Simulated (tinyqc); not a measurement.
Electron density from the centroid.

Question. In the Fang-Howard model the centroid is 3/b with b^3 = 6 (mz1/C) q (Nd + 11 Ns/32)/(eps0 eps_r), C = hbar^2/(2 m0), the field in eV/nm. Find b and Ns.

Parameters, values chosen for the exercise; masses and permittivity close to those of silicon (110):
- eps_r = 11.7 (relative permittivity)
- mz1 = 0.318 m0 (mass along z of valley set A (4 valley(s)))
- Nd = 3.5e12 cm^-2 (sheet density of depletion charge)

Constants: q = 1.602176634e-19 C, hbar = 1.054571817e-34 J s, m0 = 9.1093837015e-31 kg, eps0 = 8.8541878128e-14 F/cm where lengths are in cm, hbar^2/(2 m0) = 0.0380998212 eV nm^2. Results are converted to the units shown.

centroid = 2.0954575 nm

Answer. b = 3/centroid gives Nd + 11 Ns/32, from which the depletion charge is taken off.

b = 1.432 1/nm
Ns = 8.400e11 cm^-2

Computed by the program tinyqc: `OMP_NUM_THREADS=1 python tinyqc.py 2160029 2160030 out.jsonl`, one thread of a shared Intel Xeon 2.30GHz, about 0.8 s for the whole run.
